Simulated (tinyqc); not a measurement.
From results back to parameters: Boltzmann transport in a parabolic band with a power-law relaxation time. Three cases, with inputs chosen for the exercise.

Problem. The Seebeck coefficient and the Hall density nH = n/rH are given; md is hidden (a Pisarenko analysis).

F_j(eta) = (1/Gamma(j + 1)) integral_0^infinity x^j dx/(1 + exp(x - eta)), which tends to exp(eta) for eta << 0.

n = N F_1/2(eta) with N = 2 (m kB T/(4 pi c))^(3/2) with c = hbar^2/2m0, in 1/angstrom^3; times 1e24 for 1/cm^3, m = md.

tau = tau0 x^r with x = E/kT. With K_j = Gamma(j + 1) F_j(eta): <tau> = tau0 (r + 3/2) K_(r+1/2)/((3/2) K_(1/2)); mu = <tau>/(mc m0/e), m0/e = 5.685630e-12 kg/C; Hall factor rH = (3/2) K_(1/2) (2r + 3/2) K_(2r+1/2)/((r + 3/2) K_(r+1/2))^2; Seebeck S = -(kB/e) [(r + 5/2) K_(r+3/2)/((r + 3/2) K_(r+1/2)) - eta]; Lorenz number L = (kB/e)^2 [(r + 7/2) K_(r+5/2)/((r + 3/2) K_(r+1/2)) - ((r + 5/2) K_(r+3/2)/((r + 3/2) K_(r+1/2)))^2]; kB/e in V/K. Valley anisotropy is left out of rH.

Constants: hbar^2/2m0 = 3.80998211 eV angstrom^2; kB = 8.617333262e-05 eV/K.

Case 1.

Values chosen (out of a larger set: masses near those of GaAs; tau0 is set for a mobility of the usual size at this n, kL is a free input; freeze-out and phonon drag, which matter near 77 K, are left out; not measured data): r = -0.5 (exponent of tau); T = 200 K.

S = -234.207 microvolt/K
nH = 1.1340e+17 1/cm^3

Case 2.

Values chosen (out of a larger set: masses near those of Ge; tau0 is set for a mobility of the usual size at this n, kL is a free input; freeze-out and phonon drag, which matter near 77 K, are left out; not measured data): r = -0.5 (exponent of tau); T = 300 K.

S = -120.056 microvolt/K
nH = 2.3085e+19 1/cm^3

Case 3.

Values chosen (out of a larger set: masses near those of Si; tau0 is set for a mobility of the usual size at this n, kL is a free input; freeze-out and phonon drag, which matter near 77 K, are left out; not measured data): r = 1.5 (exponent of tau); T = 300 K.

S = -755.768 microvolt/K
nH = 1.1915e+17 1/cm^3

Find: eta; rH; n; md.

Solution. S depends on eta alone and |S| falls steadily with it; eta gives rH and so n, and N = n/F_1/2(eta) gives md from N proportional to md^(3/2).

Case 1.

eta = -0.46
rH = 1.146
n = 1.3e+17 1/cm^3
md = 0.069 m0

Case 2.

eta = 1.77
rH = 1.083
n = 2.5e+19 1/cm^3
md = 0.542 m0

Case 3.

eta = -4.77
rH = 1.930
n = 2.3e+17 1/cm^3
md = 1.054 m0

Computed by tinyqc, one run a case: `OMP_NUM_THREADS=1 python tinyqc.py N N+1 out.jsonl` with N = 1681798, 1681818, 1681820; one thread of a shared Intel(R) Xeon(R) Processor @ 2.30GHz, about 0.02 s a run at most.
